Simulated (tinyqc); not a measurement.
Deep level as a short-range spherical well, step by step. Values are carried at full precision from step to step, so a last printed digit may differ when a step is redone from the rounded ones.

A spherical well of radius R and depth V0 below the conduction edge, one mass m, c = hbar^2/2m0. The s level at binding Et solves k cot(k R) = -kappa with k = sqrt(m (V0 - Et)/c), kappa = sqrt(m Et/c); it exists for V0 > Vc = c (pi/2R)^2/m. Outside, psi falls as exp(-kappa r)/r.

Constants: hbar^2/2m0 = 3.80998211 eV angstrom^2; fine-structure constant alpha = 0.007297352564; hc = 1239.841984 eV nm; kB = 8.617333262e-05 eV/K; hbar = 6.58211957e-16 eV s.

Values chosen for the exercise (near those of GaN; the results hold for these values, not for the real material): R = 3.8 angstrom (radius of the well); V0 = 4.44 eV (depth of the well); m = 0.195 m0 (mass); n_r = 2.38 (refractive index); gv = 1 (valleys); sn = 44 x 1e-16 cm^2 (capture cross-section); T = 300 K (temperature).

## The bound level

Solve for Et; the share outside is [sin^2(kR)/(2 kappa)]/[sin^2(kR)/(2 kappa) + R/2 - sin(2kR)/(4k)].

Et = 0.1811 eV
k = 0.4669 1/angstrom
kappa = 0.0963 1/angstrom
share outside = 0.702
Vc = 3.339 eV

The well is 1.33 times the critical depth. Since dEt/dV0 equals the share inside, 0.30, a 1 % change of V0 moves Et by 7.3 %. The decay length is 10.4 angstrom, 2.7 times R.

## Peak of the photo-ionisation cross-section

Lucovsky model (delta well, plane-wave final states, no local-field factor): sigma = (32 pi alpha c/(3 n_r m Et)) (x - 1)^(3/2)/x^3, x = h nu/Et, c = hbar^2/2m0; 1 angstrom^2 = 1e-16 cm^2.

The maximum lies at x = 2. Give the photon energy, its wavelength and sigma there.

h nu = 0.362 eV
wavelength = 3423 nm
sigma = 139 x 1e-18 cm^2

With 70 % of the state outside the well the delta-well form is a fair model.

## Thermal emission

Thermal emission e = sn v Nc exp(-Et/kB T), v = sqrt(6 c kB T/m)/hbar, Nc = 2 gv (m kB T/(4 pi c))^(3/2), c = hbar^2/2m0, one mass for both, degeneracy ratio 1; 1 angstrom = 1e-8 cm.

Give v, Nc, e and 1/e.

v = 2.645 x 1e7 cm/s
Nc = 2.161 x 1e18/cm^3
e = 2.28e+08 1/s
1/e = 4.38e-09 s

## Checks

- Et from the radial equation on a grid against the matching condition, eV: both 0.18.

Program tinyqc; command `OMP_NUM_THREADS=1 python tinyqc.py 1251289 1251290 out.jsonl`; about 0.01 s on one thread of a shared Intel(R) Xeon(R) Processor @ 2.30GHz.
